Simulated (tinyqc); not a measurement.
Rate against temperature: collinear exchange A + BC -> AB + C on a London-Eyring-Polanyi-Sato surface: saddle, string of images and rate. Computed by tinyqc, a small Python program. Command: `OMP_NUM_THREADS=1 python tinyqc.py 3110232 3110233 out.jsonl leps walk`. One thread of a shared host (Intel(R) Xeon(R) Processor @ 2.30GHz), about 0.03 s of CPU time with the checks.

x = r(AB), y = r(BC), r(AC) = x + y. V is counted from separated atoms, the barrier from A + BC, that is V + D(BC).

Inputs (values chosen for the exercise, for a model exchange):
```
quantity            value           unit
D(AB)                4.81             eV
r0(AB)               1.37       angstrom
beta(AB)             1.89     1/angstrom
D(BC)                4.63             eV
r0(BC)               1.54       angstrom
beta(BC)                2     1/angstrom
D(AC)                3.65             eV
r0(AC)               1.52       angstrom
beta(AC)             1.67     1/angstrom
Sato parameter S    0.084              -
mass of A              35              u
mass of B           2.014              u
mass of C              35              u
temperature T         300              K
step of the string  0.015  angstrom^2/eV
```

Constants: nu for 1 eV/(angstrom^2 u) = 15.6333042 THz; h x 1 THz = 4.135667696 meV; k_B = 1.380649e-23 J/K; u = 1.6605390666e-27 kg; k_B = 8.617333262e-05 eV/K.

Method:
- For each pair, with u = exp(-beta (r - r0)): Q = D [(3 + S) u^2 - (2 + 6 S) u]/(4 (1 + S)), J = D [(1 + 3 S) u^2 - (6 + 2 S) u]/(4 (1 + S)); V = Q1 + Q2 + Q3 - sqrt(((J1 - J2)^2 + (J2 - J3)^2 + (J3 - J1)^2)/2).
- String of 9 images between the fixed ends (r0(AB) + 2, r0(BC)) and (r0(AB), r0(BC) + 2), started on the two straight legs through (r0(AB) + 0.3, r0(BC) + 0.3): each iteration moves the inner images by -step x gradient (central differences) and spaces them evenly again along the broken line (coordinates are kept between 0.2 and 8 angstrom); stop when no coordinate changes by more than 1e-5 angstrom, at most 400 iterations.
- From the highest inner image, z -> z - H^-1 g with gradient g and Hessian H by central differences, steps capped at 0.15 angstrom, 12 steps.
- Wilson matrix G = [[1/m_A + 1/m_B, -1/m_B], [-1/m_B, 1/m_B + 1/m_C]]; eigenvalues lambda of G H give nu = 15.6333042 THz x sqrt(|lambda|), the negative one being imaginary. Reactant: nu_BC from k = 2 D beta^2 and 1/m_B + 1/m_C. Skew angle: cos = sqrt(m_A m_C/((m_A + m_B)(m_B + m_C))).
- One-dimensional rate constant without tunnelling, k = sqrt(k_B T/(2 pi mu)) [sinh(h nu_BC/(2 k_B T))/sinh(h nu_s/(2 k_B T))] exp(-barrier/(k_B T)) with mu = m_A (m_B + m_C)/(m_A + m_B + m_C); Wigner factor 1 + (h nu_i/(k_B T))^2/24; adiabatic barrier = barrier + h (nu_s - nu_BC)/2.

nu_BC = 68.9454 THz

real frequency at the saddle = 23.1953 THz

barrier = 0.252442 eV

imaginary frequency = 10.8651 THz

adiabatic barrier = 0.157839 eV

Rates; the last column is k_B T^2 d ln k/dT:
```
T (K)    k (cm/s)  Wigner factor  activation energy (eV)
300    3.3967e+01         1.1259                 0.17317
400    1.8762e+02         1.0708                 0.18133
550    8.2732e+02         1.0375                 0.19544
750    2.6095e+03         1.0201                 0.21477
1000   6.2321e+03         1.0113                 0.23704
1400   1.4325e+04         1.0058                 0.26751
2000   2.9085e+04         1.0028                 0.30541
```

What follows from these numbers?

The activation energy goes from 0.173 eV at 300 K, near the adiabatic barrier plus k_B T/2 (0.171), to 0.305 eV at 2000 K; the classical limit is the barrier plus k_B T/2 (0.339).

Extremes, crossings and ranges named in words are read from the listed rows.
